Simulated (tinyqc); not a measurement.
# Changing the grain-boundary reflection R

Model: size effects in the resistivity of thin metal films and interconnect lines. Computed by tinyqc, a small Python program. Command: `OMP_NUM_THREADS=1 python tinyqc.py 3024595 3024596 out.jsonl size sweep`. One thread of a shared host (Intel(R) Xeon(R) Processor @ 2.30GHz), about 0.01 s of CPU time with the checks.

Electrons lose their drift at surfaces (a share 1 - p of the hits) and at grain boundaries (reflection R), besides bulk scattering.

Inputs (values chosen for the exercise, modelled on silver):

| quantity | value | unit |
|---|---|---|
| bulk resistivity rho_b | 1.63 | microohm cm |
| bulk mean free path lambda | 50.4 | nm |
| specularity p | 0 | - |
| film thickness h | 42 | nm |
| grain size over thickness | 1.4 | - |

Geometry: film.

Method:
- D = (ratio) h.
- Mayadas-Shatzkes: alpha = (lambda/D) R/(1 - R); rho_b/rho = 1 - 3 alpha/2 + 3 alpha^2 - 3 alpha^3 ln(1 + 1/alpha).
- Fuchs-Sondheimer film: rho_b/rho = 1 - (3/(2 kappa))(1 - p) int_0^1 (s - s^3)(1 - exp(-kappa/s))/(1 - p exp(-kappa/s)) ds, f = rho/rho_b, kappa = thickness/lambda, 80 Gauss-Legendre points.
- Both together (Mayadas-Shatzkes film): rho_b/rho = (rho_b/rho of the grains alone) - (6/(pi kappa))(1 - p) int_0^(pi/2) dphi int_0^1 ds (cos^2 phi/H^2)(s - s^3)(1 - exp(-kappa H/s))/(1 - p exp(-kappa H/s)), H = 1 + alpha/(cos phi sqrt(1 - s^2)), 40 x 80 Gauss-Legendre points.
- Sheet resistance rho/h; additive estimate rho_b (f_surface + f_grain - 1).

One run for each value:

| grain-boundary reflection R | resistivity rho (microohm cm) | rho/rho_b from grains | alpha |
|---|---|---|---|
| 0.05 | 2.6362 | 1.0666 | 0.0451 |
| 0.16 | 2.8915 | 1.2354 | 0.1633 |
| 0.26 | 3.1861 | 1.4277 | 0.3012 |
| 0.37 | 3.6155 | 1.7053 | 0.5034 |
| 0.48 | 4.2259 | 2.0960 | 0.7912 |
| 0.59 | 5.1665 | 2.6919 | 1.2334 |
| 0.69 | 6.6093 | 3.5963 | 1.9078 |
| 0.80 | 9.8868 | 5.6293 | 3.4286 |

Over the rows, resistivity rho (microohm cm) rises from 2.64 to 9.89 (exponent d ln y / d ln x 0.079 between the first rows and 2.7 between the last); rho/rho_b from grains rises from 1.07 to 5.63 (exponent d ln y / d ln x 0.13 between the first rows and 3.0 between the last); alpha rises from 0.0451 to 3.43 (exponent d ln y / d ln x 1.1 between the first rows and 4.0 between the last).
